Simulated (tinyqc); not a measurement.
Inside a calculation. Model: double-gate transistor, scale length and short-channel effects.

Program tinyqc, `OMP_NUM_THREADS=1 python tinyqc.py 2420124 2420125 out.jsonl`; Intel Xeon 2.30GHz, shared host, one thread, about 0.01 s. Printed values are rounded.

A body of thickness ts between two insulators of thickness ti and two tied gates. Below threshold the potential that source and drain add obeys Laplace's equation and vanishes on the gate. Its lowest mode decays along the channel as exp(-k y); k is the smallest positive root of the matching condition at the interface, and the scale length is Lambda = pi/k.

Values chosen for this exercise; permittivities: semiconductor made up, insulator close to that of hafnium oxide:
- T = 400 K (temperature)
- eps_r = 14.2 (relative permittivity of the semiconductor)
- ei = 21.9 (relative permittivity of the insulator)
- ti = 8.1 nm (insulator thickness)
- ts = 11.1 nm (body thickness)
- L = 37 nm (channel length)
- Vbi = 0.94 V (potential of the source)
- sT = 0.67 V (potential of the barrier top at threshold)
- VTL = 0.43 V (long-channel threshold)
- m = 1 (long-channel body factor)
- Vds = 0.8 V (drain voltage)

Constants: q = 1.602176634e-19 C, kB = 1.380649e-23 J/K, Vt = kB T/q. Results are converted to the units shown.

Range of the model: L is under 1.6 Lambda, where higher modes, left out of the one-mode potential, begin to count.

## Scan of the matching condition

k, point 0 to 7 (1/nm): 0.02625  0.0525  0.07875  0.105  0.13125  0.1575  0.18375  0.21

f(k) = ei cos(k ti) cos(k ts/2) - eps_r sin(k ti) sin(k ts/2).

f(k), point 0 to 7: 20.74502  17.42574  12.36059  6.18771  -0.31616  -6.33427  -11.11356  -14.06027

The first change of sign lies between k = 0.105 and 0.13125 1/nm.

## Iteration 1: decay constant by Newton steps

k at the start = 0.1312500 1/nm

f(k) = ei cos(k ti) cos(k ts/2) - eps_r sin(k ti) sin(k ts/2); f' by a central difference with +/- 1e-5 1/nm; k(new) = k - f/f'.

f = -0.3161646
f' = -243.6276 nm
k after iteration 1 = 0.1299523 1/nm

## Iteration 2: decay constant by Newton steps

As before.

f = 5.838837e-4
f' = -244.5148 nm
k after iteration 2 = 0.1299547 1/nm

## Course of the iteration: decay constant by Newton steps

Stop when k changes by less than 1e-10 1/nm, or after 30 iterations.

Course of the iteration:
```
iteration   k (1/nm)  |change| (1/nm)
1          0.1299523          1.30e-3
2          0.1299547          2.39e-6
3          0.1299547         7.63e-12
```

Converged in 3 iterations. The change falls from 0.0013 in the first iteration to below the tolerance in the last.

## Scale length against simple estimates

k = 0.1299547 1/nm

Lambda = pi/k and l = 1/k. A parabolic potential across the structure gives l(parabolic) = sqrt((eps_r/(2 ei)) ts ti (1 + ei ts/(4 eps_r ti))).

Lambda = 24.17453 nm
l = 7.694992 nm
l(parabolic) = 6.674590 nm

The parabolic estimate is 13 % below l.

## Threshold shift, barrier position and swing

Along the channel psi(y) = s + a exp(y/l) + b exp(-y/l) with psi(0) = Vbi, psi(L) = Vbi + Vds and l = 1/k = Lambda/pi; with A = Vbi - s, B = A + Vds, x = exp(-L/l): a = (B - A x) x/(1 - x^2), b = (A - B x)/(1 - x^2). The minimum is s + 2 sqrt(a b), at y = (l/2) ln(b/a). The long-channel potential follows the gate as s = sT + (Vg - VTL)/m, and the threshold VT is the gate voltage at which the minimum equals sT. Swing = m Vt ln 10/g at threshold, g = d(minimum)/ds = 1 - (b x + a)/((1 + x) sqrt(a b)).

s at threshold = 0.5482392 V
a = 0.009701157 V
b = 0.3820596 V
position of the minimum = 14.13313 nm
VT = 0.3082392 V
swing = 100.3220 mV/decade

The threshold lies 122 mV below the long-channel value, and the barrier top sits at 0.38 L from the source.
